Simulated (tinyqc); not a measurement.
Worked calculation: Pariser-Parr-Pople SCF with singles CI, for the molecule O=Cc1ccc2c(c1)C=C2 (SMILES; centres numbered as the heavy atoms are written). One step of it, computed by the program tinyqc.

Question. Iteration 1: orbitals and new P. Diagonalise F (the basis is taken as orthonormal) and form P = 2 sum c c over the lowest orbitals.

F (eV), order 1O, 2C, 3C, 4C, 5C, 6C, 7C, 8C, 9C, 10C:
```
[[-10.100000, -6.152616, 0.000000, 0.725510, 0.000000, -0.318717, 0.000000, 0.291089, 0.172989, 0.000000],
 [-6.152616, -5.595000, -3.972941, 0.000000, 0.129687, 0.000000, 0.139675, 0.000000, 0.000000, -0.093143],
 [0.000000, -3.972941, -5.595000, -4.907112, 0.000000, 0.733600, 0.000000, -4.304541, -0.279117, 0.000000],
 [0.725510, 0.000000, -4.907112, -5.595000, -4.598480, 0.000000, 0.750755, 0.000000, 0.000000, -0.243538],
 [0.000000, 0.129687, 0.000000, -4.598480, -5.595000, -5.087400, 0.000000, 0.378334, 0.684520, 0.000000],
 [-0.318717, 0.000000, 0.733600, 0.000000, -5.087400, -5.595000, -4.399845, 0.000000, 0.000000, -3.281349],
 [0.000000, 0.139675, 0.000000, 0.750755, 0.000000, -4.399845, -5.595000, -5.210193, -3.233393, 0.000000],
 [0.291089, 0.000000, -4.304541, 0.000000, 0.378334, 0.000000, -5.210193, -5.595000, 0.000000, 0.735292],
 [0.172989, 0.000000, -0.279117, 0.000000, 0.684520, 0.000000, -3.233393, 0.000000, -5.595000, -5.737921],
 [0.000000, -0.093143, 0.000000, -0.243538, 0.000000, -3.281349, 0.000000, 0.735292, -5.737921, -5.595000]]
```

pi electrons, sum of z_r less the charge = 10

Give: orbital energies; P after iteration 1.

Answer.

orbital energies (eV): [-15.7082, -14.8887, -12.6394, -11.3936, -9.3785, -2.5836, -0.9796, 0.4722, 2.3028, 4.3417]

P after iteration 1, order 1O, 2C, 3C, 4C, 5C, 6C, 7C, 8C, 9C, 10C:
```
[[1.3617, 0.8617, -0.0429, -0.2571, 0.0134, 0.1736, 0.0105, -0.1402, -0.0926, -0.0100],
 [0.8617, 0.7239, 0.3849, 0.1105, -0.0452, -0.0829, -0.0631, 0.0599, 0.0462, 0.0479],
 [-0.0429, 0.3849, 1.0100, 0.6837, -0.0035, -0.3211, -0.0029, 0.5112, 0.1338, 0.0030],
 [-0.2571, 0.1105, 0.6837, 0.9528, 0.5777, 0.0365, -0.3204, -0.0251, -0.0208, 0.1148],
 [0.0134, -0.0452, -0.0035, 0.5777, 1.0013, 0.7337, 0.0011, -0.1998, -0.2930, -0.0011],
 [0.1736, -0.0829, -0.3211, 0.0365, 0.7337, 0.9715, 0.5291, 0.0192, 0.0165, 0.1971],
 [0.0105, -0.0631, -0.0029, -0.3204, 0.0011, 0.5291, 1.0009, 0.7611, 0.1845, -0.0010],
 [-0.1402, 0.0599, 0.5112, -0.0251, -0.1998, 0.0192, 0.7611, 0.9865, -0.0109, -0.3081],
 [-0.0926, 0.0462, 0.1338, -0.0208, -0.2930, 0.0165, 0.1845, -0.0109, 0.9904, 0.9223],
 [-0.0100, 0.0479, 0.0030, 0.1148, -0.0011, 0.1971, -0.0010, -0.3081, 0.9223, 1.0010]]
```
